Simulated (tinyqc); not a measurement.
Wannier functions of a composite (isolated) pair of valence bands (bonds of an sp chain): one step. The Hamiltonian in the new basis.

H(k) (eV), lower triangle (Hermitian):
```
            A<         A>         B<         B>
A<    1.790000
A>   -0.620000   1.790000
B<           0  -4.040000  -1.790000
B>  -4.780000i          0  -1.740000  -1.790000
```

w:
```
                     1                    2
A<  0.026653+0.071250i  -0.006268-0.572880i
A>  0.548439+0.007404i  -0.068047-0.027828i
B<  0.830942-0.010574i   0.045648+0.018239i
B>  0.050222-0.016560i   0.814781+0.008952i
```

Question. H_W = w^+ H w; its eigenvalues must be the two filled levels.

Give: H_W(k); eigenvalues.

Answer.

H_W(k) (eV):
```
               1              2
1         -4.500  -1.191+0.176i
2  -1.191-0.176i         -5.178
```

eigenvalues (eV): -6.090  -3.588

Program tinyqc; command `OMP_NUM_THREADS=1 python tinyqc.py 1482537 1482538 out.jsonl`; about 0.2 s on one thread of a shared Intel(R) Xeon(R) Processor @ 2.30GHz.
